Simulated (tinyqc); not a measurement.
Capacitance of parallel on-chip lines from Laplace's equation on a mesh: two steps of the calculation.

Cross-section of an endless row of equal lines between two grounded planes; neighbours are driven in antiphase (+1 V and -1 V), so the plane midway between two lines is at 0 V. By symmetry one quarter is solved: x runs from the centre of a line (column 0, mirror) to that midplane (column 4, 0 V), y from the mid-height of the line (row 0, mirror) to the ground plane (row 4, 0 V). The line fills columns 0 to 1 and rows 0 to 1 at 1 V. Cells beside the line (below row 1) have e2, cells above have e1. Each link between nodes has the conductance g = mean permittivity of the two cells beside it (a cell beyond a mirror counts as 0), and the free nodes obey sum g (V_neighbour - V) = 0.

Values chosen for this exercise: relative permittivity above and below the lines e1 = 2.7; relative permittivity between the lines e2 = 3.9; over-relaxation factor om = 1.

Problem 1. Link conductances. gx[j, i] joins node (row j, column i) to column i + 1, gy[j, i] to row j + 1.

Find: gx; gy.

Solution 1.

gx:
```
        col 0   col 1   col 2   col 3
row 0  1.9500  1.9500  1.9500  1.9500
row 1  3.3000  3.3000  3.3000  3.3000
row 2  2.7000  2.7000  2.7000  2.7000
row 3  2.7000  2.7000  2.7000  2.7000
row 4  1.3500  1.3500  1.3500  1.3500
```

gy:
```
        col 0   col 1   col 2   col 3   col 4
row 0  1.9500  3.9000  3.9000  3.9000  1.9500
row 1  1.3500  2.7000  2.7000  2.7000  1.3500
row 2  1.3500  2.7000  2.7000  2.7000  1.3500
row 3  1.3500  2.7000  2.7000  2.7000  1.3500
```

Problem 2. Relaxation sweep. One sweep visits the free nodes row by row from row 0, left to right, and replaces V by V + om (weighted mean of the neighbours - V), using new values at once.

V after sweep 1 (V):
```
           col 0      col 1      col 2      col 3      col 4
row 0  1.0000000  1.0000000  0.2500000  0.0625000  0.0000000
row 1  1.0000000  1.0000000  0.3238636  0.0994318  0.0000000
row 2  0.2500000  0.3125000  0.1590909  0.0646307  0.0000000
row 3  0.0625000  0.0937500  0.0632102  0.0319602  0.0000000
row 4  0.0000000  0.0000000  0.0000000  0.0000000  0.0000000
```

gx:
```
       col 0  col 1  col 2  col 3
row 0   1.95   1.95   1.95   1.95
row 1    3.3    3.3    3.3    3.3
row 2    2.7    2.7    2.7    2.7
row 3    2.7    2.7    2.7    2.7
row 4   1.35   1.35   1.35   1.35
```

gy:
```
       col 0  col 1  col 2  col 3  col 4
row 0   1.95    3.9    3.9    3.9   1.95
row 1   1.35    2.7    2.7    2.7   1.35
row 2   1.35    2.7    2.7    2.7   1.35
row 3   1.35    2.7    2.7    2.7   1.35
```

Give: V after sweep 2.

Solution 2.

V after sweep 2 (V):
```
        col 0   col 1   col 2   col 3   col 4
row 0  1.0000  1.0000  0.4276  0.1566  0.0000
row 1  1.0000  1.0000  0.4337  0.1679  0.0000
row 2  0.4219  0.4187  0.2451  0.1112  0.0000
row 3  0.1523  0.1586  0.1089  0.0550  0.0000
row 4  0.0000  0.0000  0.0000  0.0000  0.0000
```

Computed by the program tinyqc: `OMP_NUM_THREADS=1 python tinyqc.py 2790216 2790217 out.jsonl`, one thread of a shared Intel Xeon 2.30GHz, about 0.6 s for the whole run.
